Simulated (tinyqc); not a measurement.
What moves transparency and gain: optical gain and spontaneous emission in a bulk direct-gap semiconductor.

Parabolic bands, vertical transitions, no excitons. For each hole band j: mr = me mj/(me + mj); joint density of states J_j(E) = (mr/c)^(3/2) sqrt(E - Eg)/(2 pi^2), both spins, c = hbar^2/2m0; averaged matrix element |e.p|^2 = m0 Ep/6; alpha_j(E) = 4 pi^2 alpha_f c Ep J_j/(3 nr E) in 1/angstrom (alpha_f the fine-structure constant, listed as alpha among the constants), times 1e8 for 1/cm.

F_j(eta) = (1/Gamma(j + 1)) integral_0^infinity x^j dx/(1 + exp(x - eta)), which tends to exp(eta) for eta << 0.

Quasi-Fermi levels: n = Nc F_1/2(Fc/kT) and p = Nv F_1/2(Fv/kT), Fc counted up from the conduction edge and Fv down from the valence edge; Nc, Nv from N = 2 (m kB T/(4 pi c))^(3/2) with c = hbar^2/2m0, in 1/angstrom^3; times 1e24 for 1/cm^3, with me and (mhh^(3/2) + mlh^(3/2))^(2/3).

For band j the electron sits at Ee = (E - Eg) mr/me above its edge and the hole at Eh = (E - Eg) mr/mj; fe = 1/(1 + exp((Ee - Fc)/kT)), fh = 1/(1 + exp((Eh - Fv)/kT)); gain g = sum_j alpha_j (fe + fh - 1).

Constants: hbar^2/2m0 = 3.80998211 eV angstrom^2; fine-structure constant alpha = 0.007297352564; kB = 8.617333262e-05 eV/K.

Values chosen for the exercise (near those of InGaAs; shifted at random, so the results belong to these values and not to a real crystal):
- Eg = 0.77 eV (direct gap)
- me = 0.0405 m0 (electron mass)
- mhh = 0.478 m0 (heavy-hole mass)
- mlh = 0.0507 m0 (light-hole mass)
- Ep = 23.7 eV (Kane energy)
- nr = 3.55 (refractive index)
- T = 400 K
- n = 1.9e+18 1/cm^3 (injected density, n = p)

Transparency is Fc + Fv = 0; the peak is the largest g over E at the density n (0 if none).

Results for these values:

| case | transparency density (1/cm^3) | Fc + Fv (eV) | peak gain (1/cm) |
|---|---|---|---|
| base | 1.11e+18 | 0.0651 | 270 |

What happens to each result for n = 2.47e+18 1/cm^3, all else kept?

Answer: transparency density does not change at the printed digits; Fc + Fv rises from 0.0651 to 0.1026; peak gain rises from 270 to 493.

The same for each parameter in turn:

| case | transparency density (1/cm^3) | Fc + Fv (eV) | peak gain (1/cm) |
|---|---|---|---|
| base | 1.11e+18 | 0.0651 | 270 |
| me = 0.0466 m0 | 1.28e+18 | 0.0456 | 222 |
| mhh = 0.287 m0 | 8.66e+17 | 0.0921 | 624 |
| Ep = 26.1 eV | 1.11e+18 | 0.0651 | 298 |
| T = 440 K | 1.28e+18 | 0.0511 | 177 |
| n = 2.47e+18 1/cm^3 | 1.11e+18 | 0.1026 | 493 |
| nr = 3.73 | 1.11e+18 | 0.0651 | 257 |

Computed by tinyqc, a small Python program: `OMP_NUM_THREADS=1 python tinyqc.py 1651881 1651882 out.jsonl` (the numbers bound the seed that draws the inputs); one thread of a shared host (Intel(R) Xeon(R) Processor @ 2.30GHz), about 0.1 s for the whole set of steps.
